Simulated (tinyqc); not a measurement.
Donor in an ellipsoidal valley (Kohn-Luttinger variational method). From radius a of the 1s trial function back to dielectric constant eps. Computed by tinyqc, a small Python program. Command: `OMP_NUM_THREADS=1 python tinyqc.py 3019466 3019467 out.jsonl kohnlutt inv`. One thread of a shared host (Intel(R) Xeon(R) Processor @ 2.30GHz), about 0.09 s of CPU time with the checks.

H = -(d^2/dx^2 + d^2/dy^2) - gamma d^2/dz^2 - 2/r in units built on m_t, with gamma = m_t/m_l and z along the valley axis. One valley; no valley-orbit or central-cell term.

Inputs (values chosen for the exercise, modelled on germanium): transverse mass m_t = 0.0801 m_0; longitudinal mass m_l = 1.62 m_0.

Constants: Ry = 13.605693123 eV; a_0 = 0.529177210903 angstrom.

Method:
- Ry* = Ry m_t/eps^2, a* = a_0 eps/m_t, gamma = m_t/m_l.
- Trial function exp(-sqrt((x^2 + y^2)/a^2 + z^2/b^2)) with beta = b/a < 1: E = t/a^2 - u/a, t = (2 + gamma/beta^2)/3, u = 2 arcsin(sqrt(1 - beta^2))/sqrt(1 - beta^2); the best a is 2 t/u and E(beta) = -u^2/(4 t).
- Golden-section search on beta from 0.05 to 0.999, 60 steps.

Task: A run gave the result below. Find the dielectric constant eps, known to lie between 11 and 25.

radius a of the 1s trial function = 62.82746 angstrom

Result:

Each step takes the trial c = (a f_b - b f_a)/(f_b - f_a), f being the result less the target and a, b, c the logarithms of the listed values; c replaces end b, the old b replaces a if the sign of f changed, and otherwise f_a is halved.

Scan of the range:

| dielectric constant eps | radius a of the 1s trial function (angstrom) |
|---|---|
| 11.0 | 44.964 |
| 12.6 | 51.505 |
| 14.5 | 59.271 |
| 16.6 | 67.855 |
| 19.0 | 77.666 |
| 21.8 | 89.111 |
| 25.0 | 102.192 |

False position (Illinois rule, in the logarithm of the input) inside the bracket:

| step | end a | end b | trial | radius a of the 1s trial function (angstrom) |
|---|---|---|---|---|
| 1 | 14.5000 | 16.6000 | 15.3357 | 62.6872 |
| 2 | 16.6000 | 15.3357 | 15.3687 | 62.8221 |
| 3 | 16.6000 | 15.3687 | 15.3712 | 62.8324 |
| 4 | 15.3687 | 15.3712 | 15.3700 | 62.8275 |
| 5 | 15.3712 | 15.3700 | 15.3700 | 62.8275 |

Radius a of the 1s trial function rises at every point of a 13-point scan of the range (every second point is shown), so one value fits; it is bracketed by 14.5 and 16.6. The scan shows a pure power law with exponent 1.0000, so scaling from any one row also gives the answer directly. Answer: dielectric constant eps = 15.37.
